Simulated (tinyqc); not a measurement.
Inside a calculation. Method: Rayleigh-quotient iteration on a symmetric matrix. Computed by tinyqc, a small Python program that keeps every step. Settings: method = rayleigh, shift = -0.17. Command: `OMP_NUM_THREADS=1 python tinyqc.py 31408 31409 out.jsonl` (the two numbers bound the seeds that draw the settings). One thread of a shared host (Intel(R) Xeon(R) Processor @ 2.60GHz), about 0.01 s of CPU time with the checks.

## Step 1

A, lower triangle:
```
,1,2,3,4
1,0.736000
2,0.162000,0.738000
3,-0.276000,-0.237000,1.895000
4,0.076000,0.879000,-0.490000,1.902000
```

vector v at the start: 0.500000  0.500000  0.500000  0.500000

shift = -0.170000

solve (A - shift) w = v; v' = w/|w| with its largest component positive (the first on a tie); lambda = v'^T A v'; the next shift is lambda.

vector after step 1: 0.702867  0.498816  0.479681  0.164519

Rayleigh quotient after step 1 = 0.933316

## Step 2

As before.

vector after step 2: 0.942236  0.192255  0.046542  -0.270304

Rayleigh quotient after step 2 = 0.736279

## Course of the iteration

Stop when the residual |A v - lambda v| is below 1e-9.

Steps:
```
step,lambda,residual
1,0.93331605,4.60e-01
2,0.73627882,1.81e-01
3,0.70082758,8.08e-03
4,0.70076681,6.11e-07
5,0.70076681,1.25e-16
```

all eigenvalues, for comparison: 0.238369  0.700767  1.566448  2.765416

Converged in 5 steps.
